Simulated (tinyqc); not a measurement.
Substrate current against gate voltage: lateral field, substrate current, probability of reaching the oxide barrier and hot-carrier lifetime of a silicon transistor (pseudo-two-dimensional and lucky-electron models). Computed by tinyqc, a small Python program. Command: `OMP_NUM_THREADS=1 python tinyqc.py 3000991 3000992 out.jsonl hotcar walk`. One thread of a shared host (Intel(R) Xeon(R) Processor @ 2.30GHz), about 0.01 s of CPU time with the checks.

Local-field models: a lucky carrier gains its energy at the peak field over a path free of collisions. Voltages are magnitudes.

Inputs (values chosen for the exercise, modelled on a silicon p-channel):
```
quantity                                value                      unit
channel length L                         1300                        nm
oxide thickness t                          23                        nm
junction depth x_j                        390                        nm
mobility mu                                98                cm^2/(V s)
saturation velocity v_s                  0.68                  1e7 cm/s
threshold voltage V_T                    0.48                         V
drain voltage V_D                          20                         V
ionisation prefactor A_i              8.5e+06                      1/cm
ionisation field B_i                     3.84                     MV/cm
hot-carrier mean free path lambda         4.7                        nm
oxide barrier phi_b                       4.6                        eV
interface-trap threshold phi_it           4.7                        eV
lifetime constant H                       500  s microampere/micrometre
length of the depleted extension L_n      170                        nm
```

Drain: lightly doped extension.

Constants: eps_0 = 8.8541878128e-12 F/m.

Method:
- C_ox = 3.9 eps_0/t; F_sat = 2 v_s/mu; V_Dsat = V_ov F_sat L/(V_ov + F_sat L), V_ov = V_G - V_T; I_D/W = C_ox v_s (V_ov - V_Dsat).
- Scale length l = 0.22 t^(1/3) x_j^(1/2) (all in cm); F_m = sqrt(((V_D - V_Dsat)/l_e)^2 + F_sat^2), with l_e = l + L_n; length of the velocity-saturated region l_e ln((V_D - V_Dsat)/(l_e F_sat) + F_m/F_sat).
- Substrate current I_sub/I_D = (A_i/B_i)(V_D - V_Dsat) exp(-B_i/F_m); probability of reaching the oxide barrier exp(-phi_b/(e lambda F_m)); lifetime tau = (H/(I_D/W)) exp(phi_it/(e lambda F_m)).

At the given drain voltage:
```
V_G (V)  V_Dsat (V)  I_D/W (microampere/micrometre)  F_m (kV/cm)  I_sub/W (microampere/micrometre)     tau (s)
1.6          1.0545                             6.7       556.78                            0.2834  4.7209e+09
2.6          1.8971                            22.8       533.59                            0.6833  3.0260e+09
4.4          3.2203                            71.4       497.33                            1.1762  3.7814e+09
6.5          4.5138                           153.8       462.09                            1.2968  8.1403e+09
9.1          5.8330                           284.5       426.42                            1.0955  2.6879e+10
12.0         7.0306                           458.3       394.35                            0.7767  1.1239e+11
16.0         8.3429                           732.7       359.63                            0.4359  8.1314e+11
19.0         9.1386                           957.8       338.85                            0.2758  3.4236e+12
22.0         9.8137                          1195.1       321.42                            0.1746  1.3597e+13
```

I_sub peaks at V_G = 6.5 V, 0.33 V_D: a higher gate voltage brings more carriers but raises V_Dsat and so lowers F_m. The shortest lifetime among the rows lies at V_G = 2.6 V, below that of the largest I_sub, since tau depends more steeply on the field.

Extremes, crossings and ranges named in words are read from the listed rows.
